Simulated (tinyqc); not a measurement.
Chip with leakage that grows with temperature, electro-thermal loop and runaway: two steps of the calculation.

One temperature T for the device, T = T0 + Rth P(T), with P(T) = Pd + Pl (T/300 K)^2 exp[(q Ea/kB)(1/(300 K) - 1/T)]. The loop gain is Rth dP/dT; a solution is thermally stable when it is below one.

Inputs (values chosen for the exercise): ambient temperature T0 = 300 K; temperature-independent switching power Pd = 3.5 W; leakage power at 300 K Pl = 0.0315 W; activation energy of the leakage Ea = 0.61 eV; thermal resistance Rth = 9.7 K/W.

Constants: q = 1.602176634e-19 C, kB = 1.380649e-23 J/K. Results are converted to the units shown.

Question 1. Temperature by substitution. P(T) = Pd + Pl (T/300 K)^2 exp[(q Ea/kB)(1/(300 K) - 1/T)]; T(new) = T0 + Rth P(T).

T at the start = 300 K

Find: P; T after iteration 1.

Answer 1.

P = 3.531 W
T after iteration 1 = 334.3 K

Question 2. Loop gain and effective thermal resistance. P(T) = Pd + Pl (T/300 K)^2 exp[(q Ea/kB)(1/(300 K) - 1/T)]; P'(T) = (P - Pd)(2/T + q Ea/(kB T^2)); G = Rth P'. A small change of T0 changes T by 1/(1 - G) times as much.

converged T = 340.43885 K

Wanted: P; G; dT/dT0.

Answer 2.

P = 4.169 W
G = 0.4344
dT/dT0 = 1.768

The feedback is positive: heating raises the power. A second, unstable solution lies at 366.0 K; above it the temperature runs away.

tinyqc, about 0.01 s, one thread, Intel Xeon 2.30GHz (shared host): `OMP_NUM_THREADS=1 python tinyqc.py 2520047 2520048 out.jsonl`
